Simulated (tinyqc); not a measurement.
Schemes compared: quasiparticle equation with a plasmon-pole self-energy for two band edges.

For each edge E = e + X + Sc(E), with the correlation part Sc(E) = A[0]/(E - a + w) + A[1]/(E - b - w); a and b are the valence and conduction energies that enter the Green function (a = ev, b = ec in the one-shot scheme). Z = 1/(1 - dSc/dE), dSc/dE = -A[0]/(E - a + w)^2 - A[1]/(E - b - w)^2.

Parameters, chosen for this exercise (scales of the order of those of GaN; shifted at random, so the results belong to these values and not to a real crystal):
```
symbol  value       unit  meaning
ev      0           eV    mean-field valence top
ec      1.93        eV    mean-field conduction edge
w       17.9        eV    pole energy
Av      (66, 34.5)  eV^2  weights of the valence state on the hole and electron poles
Ac      (32.5, 67)  eV^2  the same for the conduction state
Xv      -2.7        eV    exchange minus the mean-field potential, valence
Xc      3.45        eV    the same, conduction
```

Z = 1; linearised; exact one-shot; energies updated in G (a, b); updated in G and W, where w grows by half of the opening of the gap (a rule chosen for the exercise).

Results (eV):
```
scheme               Ev     Ec    gap  opening
mean field        0.000  1.930  1.930    0.000
Z = 1            -0.753  3.276  4.029    2.099
linearised       -0.582  2.972  3.554    1.624
one-shot, exact  -0.580  2.965  3.545    1.615
update G         -0.607  3.138  3.745    1.815
update G and W   -0.719  3.259  3.977    2.047
```

The openings run from 1.615 (one-shot, exact) to 2.099 eV (Z = 1). Linearising moves the gap by 9 meV, updating G +200 meV and updating W a further +232 meV: once Z is kept, the level of self-consistency matters more than linearising.

(tinyqc, `OMP_NUM_THREADS=1 python tinyqc.py 1880803 1880804 out.jsonl`, Intel(R) Xeon(R) Processor @ 2.30GHz, 1 thread, shared host, about 0.02 s.)
